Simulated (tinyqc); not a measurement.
Fully depleted semiconductor-on-insulator film with two gates, non-linear Poisson equation by Newton steps: one step of the calculation.

One dimension across the film, front interface at x = 0, back interface at x = ts. psi is counted from the intrinsic level, n = ni exp(psi/Vt) (source grounded), holes neglected, acceptors ionised. Gates act through Cox = eps0 eox/tox and Cbox = 3.9 eps0/tb with potentials G1 = Vg - (phiM - chi - Vt ln(Nc/ni)) and G2 = Vb - (phiB - chi - Vt ln(Nc/ni)). Classical Boltzmann densities, no interface charge, no depletion in the back plane.

Task. Newton step. Solve a d_(i-1) + b_i d_i + a d_(i+1) = -F_i for all nodes. Half of the step is added while the largest |d| exceeds 1.5 Vt, the full step after that.

Inputs (values chosen for the exercise): temperature T = 300 K.

Constants: q = 1.602176634e-19 C, kB = 1.380649e-23 J/K, Vt = kB T/q. Results are converted to the units shown.

a = 6.7165339 uF/cm^2

```
node	diagonal b (F/cm^2)	residual F (C/cm^2)	psi at the start (V)
0	-8.0446622e-6	7.9087761e-7	0.07
1	-1.3433068e-5	-3.7384599e-10	0.07
2	-1.3433068e-5	-3.7384599e-10	0.07
3	-1.3433068e-5	-3.7384599e-10	0.07
4	-1.3433068e-5	-3.7384599e-10	0.07
5	-1.3433068e-5	-3.7384599e-10	0.07
6	-1.3433068e-5	-3.7384599e-10	0.07
7	-1.3433068e-5	-3.7384599e-10	0.07
8	-1.3433068e-5	-3.7384599e-10	0.07
9	-7.0042951e-6	-2.4892082e-7	0.07
```

Give: Newton step d, before damping; psi after iteration 1.

Result.

```
node	Newton step d, before damping (V)	psi after iteration 1 (V)
0	0.3963	0.2682
1	0.3569	0.2485
2	0.3176	0.2288
3	0.2783	0.2092
4	0.2391	0.1896
5	0.1999	0.1700
6	0.1608	0.1504
7	0.1218	0.1309
8	0.0828	0.1114
9	0.0438	0.0919
```

Computed by the program tinyqc: `OMP_NUM_THREADS=1 python tinyqc.py 2190157 2190158 out.jsonl`, one thread of a shared Intel Xeon 2.30GHz, about 0.6 s for the whole run.
